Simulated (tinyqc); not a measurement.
Inside a calculation. Method: tight binding, kagome lattice. Computed by tinyqc, a small Python program that keeps every step. Settings: t1 = 1.09, t2 = 1.09, delta = 0.16, bands filled = 1. Command: `OMP_NUM_THREADS=1 python tinyqc.py 31482 31483 out.jsonl` (the two numbers bound the seeds that draw the settings). One thread of a shared host (Intel(R) Xeon(R) Processor @ 2.60GHz), about 0.01 s of CPU time with the checks.

## Bloch Hamiltonian at k

Parameters chosen for this model:
```
parameter     value                unit
t1         1.090000    eV, up triangles
t2         1.090000  eV, down triangles
delta      0.160000        eV on site C
```

k point k (fractions of the reciprocal vectors): 0.44000  -0.02000

H_AB = -t1 - t2 exp(-i k.a1), H_AC = -t1 - t2 exp(-i k.a2), H_BC = -t1 - t2 exp(i k.(a1 - a2)), H_CC = delta.

H(k) at k (eV), lower triangle (Hermitian):
```
                   A                  B        C
A            0.00000
B  -0.07654-0.40126i            0.00000
C  -2.17141+0.13661i  -0.03424+0.27107i  0.16000
```

## Levels at k

Diagonalise the Hermitian matrix.

eigenvalues (eV): -2.20344  0.10286  2.26058

weights |c|^2 of the basis functions:
```
    band 1   band 2   band 3
A  0.49858  0.01618  0.48524
B  0.04604  0.95241  0.00154
C  0.45538  0.03141  0.51322
```

## Bloch Hamiltonian at K

k point K (fractions of the reciprocal vectors): 0.33333  0.66667

As before.

H(k) at K (eV), lower triangle (Hermitian):
```
                   A                  B        C
A            0.00000
B  -0.54500-0.94397i            0.00000
C  -0.54500+0.94397i  -0.54500-0.94397i  0.16000
```

## Levels at K

As before.

eigenvalues (eV): -1.09000  -0.98510  2.23510

weights |c|^2 of the basis functions:
```
    band 1   band 2   band 3
A  0.50000  0.17780  0.32220
B  0.50000  0.17780  0.32220
C  0.00000  0.64440  0.35560
```

## Bands along a path

The same steps at evenly spaced points between the labelled ones.

Bands along the path (eV):
```
k            band 1    band 2   band 3
G          -4.30753   2.18000  2.28753
G-K 0.33   -3.79987   1.74563  2.21424
G-K 0.67   -2.51684   0.45799  2.21884
K          -1.09000  -0.98510  2.23510
K-M 0.33   -1.59240  -0.49416  2.24656
K-M 0.67   -1.97015  -0.12688  2.25703
M          -2.10147         0  2.26147
M-K' 0.33  -1.97015  -0.12688  2.25703
M-K' 0.67  -1.59240  -0.49416  2.24656
K'         -1.09000  -0.98510  2.23510
```

With 1 band(s) filled, the highest filled level on these points lies at K' and the lowest empty one at K': a gap of 0.1049 eV, direct.
